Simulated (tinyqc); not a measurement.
Size effects in the resistivity of thin metal films and interconnect lines: one step, computed by the program tinyqc.

Electrons lose their drift at surfaces (a share 1 - p of the hits) and at grain boundaries (reflection R), besides bulk scattering. The line sits in a trench with a non-conducting liner on both walls and the bottom; the spacing equals the drawn width.

Problem. Grain boundaries. Mayadas-Shatzkes: alpha = (lambda/D) R/(1 - R); rho_b/rho = 1 - 3 alpha/2 + 3 alpha^2 - 3 alpha^3 ln(1 + 1/alpha).

Inputs (values chosen for the exercise, modelled on copper): bulk mean free path lambda = 39.1 nm; grain-boundary reflection R = 0.29.

Geometry: line.

grain size D = 22.36 nm

Give: alpha; rho/rho_b from grains.

Solution.

alpha = 0.7142

rho/rho_b from grains = 1.992

The linear estimate 1 + 3 alpha/2 gives 2.071, 4 % high; at large alpha the slope is 4/3.
